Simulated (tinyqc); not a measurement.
# Resistance of a source-drain extension with a graded tip: abruptness at a fixed junction position

y runs along the channel, the gate covers y > 0. The doping is N0 for y < y0 and N0 10^(-(y - y0)/la) beyond, uniform over the depth xj. Sheet conductance s(y) = q mu(N) max(N - Nch, 0) xj + (for y > 0) ma Cox Vo, with mu(N) = u0 + (u1 - u0)/(1 + (N/Nr)^au) and Cox = eps0 eox/tox. Current is taken as one-dimensional; depletion of the tip, spreading and the contact are left out. The metallurgical junction lies at yj, where N = Nch.

R_spacer = integral of dy/s from -Ls to 0, R_ov from 0 to yj, R_channel = (Lg - 2 yj)/(ma Cox Vo), R_total = 2 R_spacer + 2 R_ov + R_channel. Electrical length L_eff = ma Cox dR_total/d(1/Vo); R_series = R_total - L_eff/(ma Cox Vo). y0 is moved with la so that yj stays at 10.959 nm.

Values chosen for this exercise; mobility law close to that of electrons in silicon: relative permittivity of the gate insulator (close to zirconium oxide) eox = 24.9; insulator thickness tox = 4.2 nm; active doping of the extension far from the gate N0 = 1.5e20 cm^-3; depth of the extension xj = 22 nm; channel doping Nch = 1.9e18 cm^-3; spacer length Ls = 7 nm; gate overdrive Vo = 0.43 V; mobility of the gate-induced layer ma = 90 cm^2/(V s); mobility at low doping u1 = 1414 cm^2/(V s); mobility at high doping u0 = 68.5 cm^2/(V s); reference doping Nr = 9.2e16 cm^-3; exponent au = 0.711; gate length Lg = 30 nm.

Constants: q = 1.602176634e-19 C, eps0 = 8.8541878128e-14 F/cm where lengths are in cm. Results are converted to the units shown.

The same in every row: yj (nm) = 10.96; R_channel (ohm um) = 39.79.

Abruptness at a fixed junction position:
```
la (nm/decade)  R_spacer (ohm um)  R_ov (ohm um)  R_total (ohm um)  L_eff (nm)  R_series (ohm um)
1                           1.777          5.451             54.25       8.845              10.71
2.1                         1.777          8.538             60.42       9.625              13.04
3.2                         1.777          11.62             66.59       10.40              15.37
4.3                         1.777          14.71             72.76       11.19              17.71
5.4                         1.777          17.80             78.94       11.97              20.04
6.5                         1.871          20.80             85.13       12.74              22.41
7.6                         2.392          23.44             91.45       13.49              25.03
8.7                         3.380          25.72             97.99       14.21              28.03
```

As la goes from 1 to 8.7 nm/decade, R_total rises from 54.2 to 98.0 ohm um, R_spacer rises from 1.78 to 3.38 ohm um and R_ov rises from 5.45 to 25.7 ohm um. R_total changes on average by 5.68 ohm um for each nm/decade. L_eff exceeds the metallurgical length by 0.762 nm in the first row and 6.13 nm in the last, since the gate also controls the lightly doped tips.

Computed by the program tinyqc: `OMP_NUM_THREADS=1 python tinyqc.py 2282248 2282249 out.jsonl`, one thread of a shared Intel Xeon 2.30GHz, about 0.03 s for the whole run.
